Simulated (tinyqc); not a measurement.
# Resistance of a circular point contact between the ballistic and the diffusive limit: two studies

Two half-spaces of a free-electron metal (one valley, spin 2) meet through a circular opening of radius a in an insulating sheet.

Values chosen for this exercise:
- n = 3.2e20 cm^-3 (free-electron density)
- l = 22 nm (mean free path)
- a = 10 nm (radius of the opening)

Constants: q = 1.602176634e-19 C, hbar = 1.054571817e-34 J s. Results are converted to the units shown.

Each table varies one quantity; the others keep the values above.

## Effect of the radius

kF = (3 pi^2 n)^(1/3), resistivity rho = hbar kF/(n q^2 l). Maxwell: RM = rho/(2 a); Sharvin: RS = 4 rho l/(3 pi a^2); interpolation R = RS + gamma RM, gamma = (1 + 0.83 K)/(1 + 1.33 K), K = l/a.

Effect of the radius:
```
a (nm)	K = l/a	RM (ohm)	RS (ohm)	R (ohm)
2.1	10.48	294.0	2614	2805
4.6	4.783	134.2	544.9	635.5
10	2.200	61.74	115.3	159.7
22	1.000	28.06	23.82	45.86
49	0.4490	12.60	4.802	15.63
110	0.2000	5.613	0.9529	6.122
240	0.09167	2.573	0.2002	2.668
520	0.04231	1.187	0.04264	1.206
```

Read the table: what changes, and by how much?

R falls from 2810 to 1.21 ohm, as a^(-1.89) between the first two rows and a^(-1.03) between the last two (Sharvin -2, Maxwell -1). RM equals RS at a = 8 l/(3 pi) = 18.7 nm. In 2 of the 8 rows kF a is below 10, where the smooth Sharvin count is off by about 2/(kF a), a fifth or more.

## Effect of the mean free path

Same model as above.

The same in every row: RS (ohm) = 115.3.

Effect of the mean free path:
```
l (nm)	K = l/a	RM (ohm)	R (ohm)
0.57	0.05700	2383	2435
1.3	0.1300	1045	1102
3.2	0.3200	424.5	492.1
7.4	0.7400	183.6	264.6
17	1.700	79.90	174.4
41	4.100	33.13	137.9
96	9.600	14.15	124.5
220	22.00	6.174	119.2
```

What does the comparison show, and why?

R falls from 2440 to 119 ohm. RS stays at 115 ohm, since rho l depends on n alone, and R is 3.4 % above it in the last row: a cleaner metal cannot lower R below the Sharvin value.

Computed by the program tinyqc: `OMP_NUM_THREADS=1 python tinyqc.py 2760126 2760127 out.jsonl`, one thread of a shared Intel Xeon 2.30GHz, about 0.01 s for the whole run.
